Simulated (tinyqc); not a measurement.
Frequency dispersion of an accumulation capacitance by border traps, distributed model: one step of the calculation.

Traps spread evenly through the insulator exchange electrons with the semiconductor by tunnelling, with tau(x) = t0 exp(2 ka x) at depth x from the interface. The admittance per area Y seen at depth x obeys dY/dx = -Y^2/(i w eps0 eox) + q Nb ln(1 + i w tau)/tau, with Y(0) = i w Cs and w = 2 pi f; the gate sees Y(tox) = G + i w C. Working variable y = Y/(i w), in uF/cm^2. Cox = eps0 eox/tox.

Question. Midpoint steps through the active depth. In terms of y: dy/dx = -y^2/(eps0 eox) + s(x), s = q Nb ln(1 + z)/z, z = i w tau. 11 midpoint steps of h = xe/11: y_half = y + (h/2) y'(x, y), y(new) = y + h y'(x + h/2, y_half).

Inputs (values chosen for the exercise); permittivity close to that of hafnium oxide: relative permittivity of the insulator eox = 18.9; semiconductor capacitance in accumulation Cs = 0.78 uF/cm^2; density of border traps Nb = 6.5e18 cm^-3 eV^-1; decay constant of the wave function in the insulator ka = 4.7 1/nm; time constant of a trap at the interface t0 = 2e-11 s; frequency f = 10000 Hz; depth down to which the steps are taken xe = 2 nm.

Constants: q = 1.602176634e-19 C, eps0 = 8.8541878128e-14 F/cm where lengths are in cm. Results are converted to the units shown.

Wanted: x; s; y.

Answer.

```
point  x (nm)  s (uF/(cm^2 nm))     y (uF/cm^2)
0           0    0.1041+0.0000i  0.7800+0.0000i
1      0.1818    0.1041+0.0000i  0.7922+0.0000i
2      0.3636    0.1041+0.0000i  0.8042+0.0000i
3      0.5455    0.1041+0.0000i  0.8160+0.0000i
4      0.7273    0.1041-0.0001i  0.8276+0.0000i
5      0.9091    0.1041-0.0003i  0.8390+0.0000i
6       1.091    0.1041-0.0019i  0.8502-0.0002i
7       1.273    0.1028-0.0101i  0.8611-0.0010i
8       1.455    0.0792-0.0374i  0.8707-0.0049i
9       1.636    0.0243-0.0313i  0.8713-0.0122i
10      1.818    0.0048-0.0110i  0.8651-0.0155i
11      2.000    0.0009-0.0030i  0.8574-0.0162i
```

Computed by the program tinyqc: `OMP_NUM_THREADS=1 python tinyqc.py 2202186 2202187 out.jsonl`, one thread of a shared Intel Xeon 2.30GHz, about 0.5 s for the whole run.
